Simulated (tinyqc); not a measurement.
# Changing the impurity potential U

Model: Koster-Slater impurity in a tight-binding band, by Green functions and by supercells. Computed by tinyqc, a small Python program. Command: `OMP_NUM_THREADS=1 python tinyqc.py 3022787 3022788 out.jsonl kosterslater sweep`. One thread of a shared host (Intel(R) Xeon(R) Processor @ 2.30GHz), about 0.1 s of CPU time with the checks.

One orbital per site, e(k) = -2 t sum cos(k_i) over 2 direction(s), band from -4 t to 4 t, lattice constant 1. One site has the extra energy U. Spin is left out.

Inputs (values chosen for the exercise, for a model band):
```
quantity                   value      unit
hopping t                    1.5        eV
supercell edge N               2     sites
energy inside the band E    2.77        eV
broadening eta              0.12        eV
impurity concentration c  0.0001  per site
```

Lattice: square.

Constants: hbar = 6.582119569e-16 eV s.

Method:
- Outside the band G0(E) = (2/(pi E)) K(m), m = 16 t^2/E^2, K the complete elliptic integral with parameter m.
- A bound state solves 1/U = G0(E).
- Bisection in ln(distance from the edge) between 1e-5 t and |U| + t. Weight on the impurity site: -1/(U^2 dG0/dE), by a central difference with step min(1e-4 t, distance/30). Decay length along an axis: 1/arccosh(1 + distance/(2 t)).
- Inside the band G0(z), z = E + i eta, comes from the chain form 1/(sqrt(y - 2t) sqrt(y + 2t)) (principal roots) at y = z + 2 t cos k, averaged over k in (0, pi) with 200 Gauss-Legendre points.
- T = U/(1 - U G0); phase shift delta = -arg(1 - U G0) in (-pi, pi]; host density of states -Im G0/pi; on the impurity -Im[G0/(1 - U G0)]/pi; lifetime of a band state hbar/(-2 c Im T).
- In a periodic cell of N sites along each direction with Bloch vector K, the level solves 1/U = N^-d sum_k 1/(E - e(k)), k_i = (2 pi m_i + K_i)/N, m_i = 0..N-1; the outermost root on the side of U is taken (bisection). d is the number of directions. Gamma means K_i = 0, the zone corner K_i = pi, the quarter point K_i = pi/2.
- The error is measured against the isolated level E_b.

One run for each value; columns: (1) impurity potential U (eV); (2) distance from the band edge (eV); (3) weight on the impurity site; (4) decay length (sites); (5) scattering lifetime (fs); (6) width between Gamma and the corner (eV):
```
(1)            (2)      (3)     (4)     (5)     (6)
-37.50  3.1740e+01  0.99357  0.3184  1329.8  0.4799
-27.00  2.1334e+01  0.98754  0.3594  1389.1  0.6663
-19.40  1.3867e+01  0.97568  0.4146  1477.2  0.9259
-14.00  8.6499e+00  0.95262  0.4919  1607.3  1.2767
-10.10  5.0090e+00  0.90683  0.6105  1806.2  1.7436
-7.24   2.5268e+00  0.81294  0.8192  2124.8  2.3380
-5.21   1.0301e+00  0.63431  1.2397  2633.0  2.9946
-3.75   2.8619e-01  0.35849  2.3073  3473.0  3.6366
-2.70   4.3637e-02  0.11083  5.8701  4897.6  4.1977
```

Over the rows, distance from the band edge (eV) falls from 31.7 to 0.0436; weight on the impurity site falls from 0.994 to 0.111; decay length (sites) rises from 0.318 to 5.87. In two dimensions weak binding is exponentially small in t/|U|. For large |U| the scattering lifetime tends to that of a site cut out of the lattice, T = -1/G0. The supercell width shrinks as the state tightens.
